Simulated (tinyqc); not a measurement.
# Gain of the pnp from the holding current

Question. On state with both base-emitter voltages at Von: npn base current Ib = (Von/Rs + bp Von/Rw)/(bn bp - 1), holding current Ih = (bn + 1) Ib + Von/Rs. Find bp.

Parameters, values chosen for the exercise:
- bn = 17.5 (current gain of the npn)
- Rs = 330 ohm (substrate resistance shunting the npn)
- Rw = 1300 ohm (well resistance shunting the pnp)
- Von = 0.74 V (base-emitter voltage in the on state)

Ih = 3.5043646 mA

Answer. Ih gives Ib, and Ib (bn bp - 1) = Von/Rs + bp Von/Rw is linear in bp.

bp = 3.70

Computed by the program tinyqc: `OMP_NUM_THREADS=1 python tinyqc.py 2670116 2670117 out.jsonl`, one thread of a shared Intel Xeon 2.30GHz, about 0.06 s for the whole run.
